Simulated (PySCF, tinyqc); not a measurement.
Worked calculation: RHF in the sto-3g basis, for H4, spin multiplicity 1. The lowest restricted solution is unstable here: a spin-polarised one lies 0.1299 hartree lower (PySCF). One step of it, computed by the program tinyqc.

Task: Iteration 1: diagonalisation and new density. A level shift of 0.2 hartree raises the virtual space: F + shift (S - S D(s) S), with D(s) the density of one spin (D/2). Diagonalise F' = X^T F X, C = X C', fill 2 alpha and 2 beta electrons from the bottom; D = 2 C_occ C_occ^T. Each column has its largest component positive (the first on a tie).

Fock matrix F (hartree), lower triangle:
```
           1H 1s      2H 1s      3H 1s      4H 1s
1H 1s  -0.114089
2H 1s  -0.167953  -0.336075
3H 1s  -0.098290  -0.353527  -0.353348
4H 1s  -0.003136  -0.101494  -0.251474  -0.096566
```

X, lower triangle:
```
           1H 1s      2H 1s      3H 1s     4H 1s
1H 1s   1.027113
2H 1s  -0.143353   1.106260
3H 1s   0.026887  -0.246894   1.106260
4H 1s  -0.002783   0.026887  -0.143353  1.027113
```

D at the start, lower triangle:
```
           1H 1s      2H 1s     3H 1s     4H 1s
1H 1s   1.826419
2H 1s  -0.563742   0.300191
3H 1s   0.911976  -0.193403  0.516862
4H 1s  -0.416762   0.570759  0.100531  1.644158
```

overlap S, lower triangle:
```
          1H 1s     2H 1s     3H 1s     4H 1s
1H 1s  1.000000
2H 1s  0.254954  1.000000
3H 1s  0.037099  0.414851  1.000000
4H 1s  0.001181  0.037099  0.254954  1.000000
```

Give: F' = X^T F X; orbital energies; coefficients C; D after iteration 1.

Result:

F' = X^T F X (hartree), lower triangle:
```
         1        2        3        4
1  -0.0472
2  -0.1101  -0.0155
3  -0.1063  -0.2741  -0.0438
4   0.0325  -0.0709  -0.2638  -0.0039
```

orbital energies (hartree): MO1 -0.4755, MO2 -0.0825, MO3 0.1242, MO4 0.3233

coefficients C:
```
          MO1      MO2      MO3      MO4
1H 1s  0.2184   0.7843  -0.6418  -0.0397
2H 1s  0.3963   0.1336   0.8265  -0.6694
3H 1s  0.5566  -0.0878  -0.1240   0.9865
4H 1s  0.3664  -0.5501  -0.4875  -0.6338
```

D after iteration 1, lower triangle:
```
         1H 1s   2H 1s   3H 1s   4H 1s
1H 1s   1.3256
2H 1s   0.3826  0.3498
3H 1s   0.1054  0.4177  0.6351
4H 1s  -0.7028  0.1434  0.5045  0.8738
```
